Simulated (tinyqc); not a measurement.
Front-illuminated p-i-n photodiode, quantum efficiency and bandwidth: two steps of the calculation.

Light enters through a p layer (0 to xp), a depleted layer (xp to xp + wi) and a thick n substrate, decaying as exp(-al x); one pass, no back reflection. Carriers made in the depleted layer are all collected; those in the neutral layers diffuse.

Inputs (values chosen for the exercise); values close to those of silicon at this wavelength: wavelength lam = 850 nm; absorption coefficient al = 560 1/cm; reflectance of the front face Rf = 0.05; relative permittivity eps_r = 11.4; thickness of the front p layer xp = 0.25 um; thickness of the depleted layer wi = 30 um; electron diffusion coefficient in the p layer Dn = 11 cm^2/s; electron diffusion length in the p layer Ln = 1.3 um; recombination velocity of the front surface S = 2000 cm/s; hole diffusion length in the thick n substrate Lp = 10 um; electron drift velocity ve = 1.02e7 cm/s; hole drift velocity vh = 6.78e6 cm/s; diameter dia = 180 um; load resistance RL = 50 ohm; parasitic capacitance Cp = 20 fF; modulation frequency f = 1.6 GHz.

Constants: q = 1.602176634e-19 C, h = 6.62607015e-34 J s, c = 299792458 m/s, eps0 = 8.8541878128e-14 F/cm where lengths are in cm. Results are converted to the units shown.

Task 1. Quantum efficiency. k = al Ln, s = S Ln/Dn, e = exp(-al xp); front layer f1 = (k/(k^2 - 1)) {[s + k - e (s cosh(xp/Ln) + sinh(xp/Ln))]/[s sinh(xp/Ln) + cosh(xp/Ln)] - k e}; depleted layer f2 = e (1 - exp(-al wi)); substrate f3 = e exp(-al wi) al Lp/(1 + al Lp); external efficiency (1 - Rf)(f1 + f2 + f3); responsivity = efficiency q lam/(h c).

Give: s; f1; f2; f3; external efficiency; responsivity.

Result 1.

s = 0.02364
f1 = 0.01370
f2 = 0.8023
f3 = 0.06597
external efficiency = 0.8379
responsivity = 0.5744 A/W

The front layer absorbs 1.39 % of the light that enters and collects 98.6 % of that. Diffusion from the neutral layers makes up 9.03 % of the current.

Task 2. Response at one frequency. Drift response for pairs made in the depleted layer, a = al wi, g = 1 - exp(-a), u = 2 pi i f, te = wi/ve, th = wi/vh: electrons He = [g - a (exp(-a) - exp(-u te))/(u te - a)]/(u te g), holes Hh = [g - a (1 - exp(-a - u th))/(a + u th)]/(u th g); C = eps0 eps_r pi (dia/2)^2/wi + Cp; total |He + Hh|/sqrt(1 + (2 pi f RL C)^2), for the current of the depleted layer alone.

Find: te; th; He; Hh; |He + Hh|; C; total response.

Result 2.

te = 294.1 ps
th = 442.5 ps
He = 0.2274-0.4240i
Hh = 0.1020-0.2051i
|He + Hh| = 0.7101
C = 105.6 fF
total response = 0.7091

The drift response alone falls to 1/sqrt(2) at 1.61 GHz and the RC term alone at 30.1 GHz; together they give 1.61 GHz for this part of the current; the diffusion currents, left out, respond on their own time scales.

Program tinyqc, `OMP_NUM_THREADS=1 python tinyqc.py 2250116 2250117 out.jsonl`; Intel Xeon 2.30GHz, shared host, one thread, about 0.01 s.
